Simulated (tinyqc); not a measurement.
Hole mobility in a silicon inversion layer, empirical terms and Matthiessen rule: two steps of the calculation.

Inversion layer of sheet density Ns on a uniformly doped body. The mobility terms are empirical power laws with prefactors chosen for the exercise; adding their inverses (Matthiessen) is itself an approximation.

Values chosen for this exercise; material values close to those of silicon:
```
symbol    value        unit                                                meaning
T           325           K                                            temperature
Eg         1.12          eV                                               band gap
eps_r      11.7                         relative permittivity of the semiconductor
Nc      3.12e19       cm^-3                 conduction-band density of states at T
Nv      2.99e19       cm^-3                    valence-band density of states at T
Nb       6.3e16       cm^-3                                            body doping
Vsb           0           V                                      reverse body bias
eta      0.3333              weight of the inversion charge in the effective field
Ap          143  cm^2/(V s)           phonon-limited mobility at 1 MV/cm and 300 K
As          369  cm^2/(V s)                  roughness-limited mobility at 1 MV/cm
gs            1                                     exponent of the roughness term
Ac         1000  cm^2/(V s)                                      Coulomb prefactor
Nit      8.7e11       cm^-2                                charge at the interface
Ns         1e12       cm^-2                                      inversion density
```

Constants: q = 1.602176634e-19 C, kB = 1.380649e-23 J/K, Vt = kB T/q, eps0 = 8.8541878128e-14 F/cm where lengths are in cm. Results are converted to the units shown.

Question 1. Depletion charge and effective field. ni = sqrt(Nc Nv) exp(-Eg/(2 Vt)), Eg in volts; Ndep = sqrt(2 eps0 eps_r Nb (2 Vt ln(Nb/ni) + Vsb)/q); E = q (Ndep + eta Ns)/(eps0 eps_r), in MV/cm.

Find: ni; Ndep; E.

Answer 1.

ni = 6.3239e10 cm^-3
Ndep = 7.9390e11 cm^-2
E = 0.17433 MV/cm

The depletion charge gives 70.4 % of the field.

Question 2. Mobility terms and their sum. With t = T/(300 K): muC = Ac (Ns/1e12 cm^-2) t/(Nb/1e17 cm^-3 + Nit/1e11 cm^-2), muP = Ap E^(-1/3) t^(-1.75), muS = As E^(-gs); 1/mu is the sum of the inverses.

E = 0.17433146 MV/cm

Give: terms; mu; shares of 1/mu.

Answer 2.

terms (cm^2/(V s)): Coulomb 116.1, phonon 222.5, roughness 2117
mu = 73.65 cm^2/(V s)
shares of 1/mu (%): Coulomb 63.43, phonon 33.10, roughness 3.479

The Coulomb term limits most.

tinyqc, about 0.01 s, one thread, Intel Xeon 2.30GHz (shared host): `OMP_NUM_THREADS=1 python tinyqc.py 2510032 2510033 out.jsonl`
